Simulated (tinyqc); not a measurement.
Strain, valley repopulation and piezoresistance in a many-valley conduction band: one step, computed by the program tinyqc.

Valleys are ellipsoids with mass m_l along the axis a and m_t across it, parabolic, with one constant relaxation time; strain shifts the valleys and leaves the masses alone. Currents are taken along [100], in the plane, and along [001], across the plane.

Task: Valley shifts. Herring-Vogt shift of a valley with unit axis a: dE = Xi_d tr(e) + Xi_u a.e.a.

Inputs (values chosen for the exercise, modelled on silicon): shear deformation potential Xi_u = 9.15 eV; dilation deformation potential Xi_d = 1.1 eV.

Valley axes: <100> (6 valleys in 3 pairs). Load: biaxial in the (001) plane.

strain tensor (%):
```
            x           y          z
x  -0.2290295   0.0000000  0.0000000
y   0.0000000  -0.2290295  0.0000000
z   0.0000000   0.0000000  0.1793370
```

Constants: k_B = 8.617333262e-05 eV/K.

Give: shifts dE; splitting (highest minus lowest).

Result:

shifts dE (meV): x -24.02, y -24.02, z 13.34

splitting (highest minus lowest) = 37.37 meV
